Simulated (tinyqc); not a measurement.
Gated graphene, quantum capacitance: one step of the calculation.

phi is the Fermi level above the Dirac point, in volts; Vg is counted from the gate voltage of charge neutrality. Ideal linear bands, no charge puddles.

Problem. Gate capacitance. Cox = eps0 eox/tox.

Parameters, values chosen for the exercise: relative permittivity of the gate insulator (close to hafnium oxide) eox = 22.6; insulator thickness tox = 6.6 nm.

Constants: eps0 = 8.8541878128e-14 F/cm where lengths are in cm. Results are converted to the units shown.

Find: Cox.

Solution.

Cox = 3.032 uF/cm^2

Program tinyqc, `OMP_NUM_THREADS=1 python tinyqc.py 2200032 2200033 out.jsonl`; Intel Xeon 2.30GHz, shared host, one thread, about 0.01 s.
